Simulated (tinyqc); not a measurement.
# Surface potential of a MOS transistor: implicit equation and explicit approximations: effects of single changes

p-type body, charge-sheet picture, depletion and inversion only, full ionisation (an idealisation for deep acceptors), Boltzmann statistics (rough once Na exp(x - xn) passes about Nc/7). In units of Vt: xg = (Vg - Vfb)/Vt, x = psi/Vt, G = gamma/sqrt(Vt), xn = (2 phiF + Vc)/Vt. The implicit equation is (xg - x)^2 = G^2 [x - 1 + exp(x - xn)] for x above about 3. Cox = eps0 eox/tox.

Inputs (values chosen for the exercise); band and dielectric values close to those of silicon: temperature T = 300 K; band gap Eg = 1.12 eV; relative permittivity eps_r = 11.8; conduction-band density of states at T Nc = 2.8e19 cm^-3; valence-band density of states at T Nv = 2.69e19 cm^-3; relative permittivity of the gate insulator (close to silicon dioxide) eox = 3.9; insulator thickness tox = 3.9 nm; acceptor density Na = 1.5e16 cm^-3; flat-band voltage Vfb = -0.93 V; channel-body voltage Vc = 1 V; gate-body voltage Vg = 0.82 V.

Constants: q = 1.602176634e-19 C, kB = 1.380649e-23 J/K, Vt = kB T/q, eps0 = 8.8541878128e-14 F/cm where lengths are in cm. Results are converted to the units shown.

Each table varies one quantity; the others keep the values above.

## Accuracy of the approximations against gate voltage

ni = sqrt(Nc Nv) exp(-Eg/(2 Vt)), Eg in volts; phiF = Vt ln(Na/ni); gamma = sqrt(2 q eps0 eps_r Na)/Cox; VT = Vfb + Vt (xn + G sqrt(xn - 1)). Depletion value a = 1 + [sqrt(G^2/4 + xg - 1) - G/2]^2; inversion value b = xn + ln[(xg - xn)^2/G^2 - xn + 1] and first guess y = min(a, b) - ln(1 + exp(-|a - b|)) if a > xn + 1, else b = y = a; one second-order correction with D = exp(y - xn), p = 2 (xg - y) + G^2 (1 + D), w = (xg - y)^2 - G^2 (y - 1 + D): z = y + 2 w/(p + sqrt(p^2 - 2 (2 - G^2 D) w)), or the Newton step z = y + w/p where the root is not real. N_inv = (Cox Vt G/q) [sqrt(x - 1 + exp(x - xn)) - sqrt(x - 1)] at the root. Lambert form (Cox m Vt/q) W0[(G/(2 m sqrt(xn - 1))) exp((Vg - VT)/(m Vt))], m = 1 + G/(2 sqrt(xn - 1)). Errors under 1e-4 mV, and the linear form below VT, are printed as 0.

Accuracy of the approximations against gate voltage:
```
Vg (V)  psi (V)  x - xn  error of y (mV)  error of z (mV)  N_inv (cm^-2)  Cox (Vg - VT)/q (cm^-2)  Lambert form (cm^-2)
0.51      1.348  -14.84                0                0           1786                        0                  1529
0.71      1.541  -7.355          5.20e-4                0        2.970e6                        0               2.781e6
0.91      1.734  0.1119            0.855                0        4.871e9                 2.135e10               4.895e9
1.11      1.857   4.870             29.6             10.4       4.100e11                 1.127e12              4.458e11
1.31      1.898   6.450             22.2             6.81       1.283e12                 2.232e12              1.384e12
1.51      1.922   7.346             16.8            -2.86       2.256e12                 3.337e12              2.408e12
1.71      1.938   7.974             13.6            -1.12       3.269e12                 4.442e12              3.460e12
1.91      1.950   8.457             11.5           -0.592       4.304e12                 5.548e12              4.526e12
2.11      1.960   8.849             10.0           -0.361       5.351e12                 6.653e12              5.600e12
```

What does the table show?

psi rises from 1.35 to 1.96 V and ends 8.8 Vt above 2 phiF + Vc. Among the rows the first guess is off by at most 30 mV (at Vg = 1.11 V) and the corrected value by at most 10 mV. In the last row the linear form is 24 % above N_inv and the Lambert form 4.6 % above it; in the first row the Lambert form is 14 % below it. For Vg = 1.31, 1.51, 1.71, 1.91, 2.11 the electron quasi-Fermi level lies less than 2 Vt below the band edge at the surface, or above it, where degeneracy and confinement, left out, matter.

## Effect of the insulator thickness at fixed gate voltage

Same model as above.

The same in every row: Cox (Vg - VT)/q (cm^-2) = 0.

Effect of the insulator thickness at fixed gate voltage:
```
tox (nm)  psi (V)    x - xn  error of y (mV)  error of z (mV)  N_inv (cm^-2)  Lambert form (cm^-2)
1.3        1.7152  -0.63522            0.139                0       2.3258e9              2.3193e9
1.8        1.7021   -1.1430            0.116                0       1.4064e9              1.3958e9
2.4        1.6864   -1.7469           0.0844                0       7.7283e8              7.6292e8
3.3        1.6633   -2.6425           0.0474                0       3.1795e8              3.1140e8
4.6        1.6304   -3.9147           0.0185                0       9.0017e7              8.7133e7
6.2        1.5908   -5.4457          5.40e-3                0       1.9719e7              1.8786e7
8.5        1.5357   -7.5795          8.75e-4                0       2.3768e6              2.2040e6
12         1.4555   -10.679                0                0       1.1013e5                 96819
```

As tox goes from 1.3 to 12, psi falls from 1.72 to 1.46 V, x - xn falls from -0.635 to -10.7 and N_inv falls from 2.33e9 to 1.10e5 cm^-2. The Lambert form lies between 0.879 and 0.997 times N_inv.

tinyqc, about 0.01 s, one thread, Intel Xeon 2.30GHz (shared host): `OMP_NUM_THREADS=1 python tinyqc.py 2122230 2122231 out.jsonl`
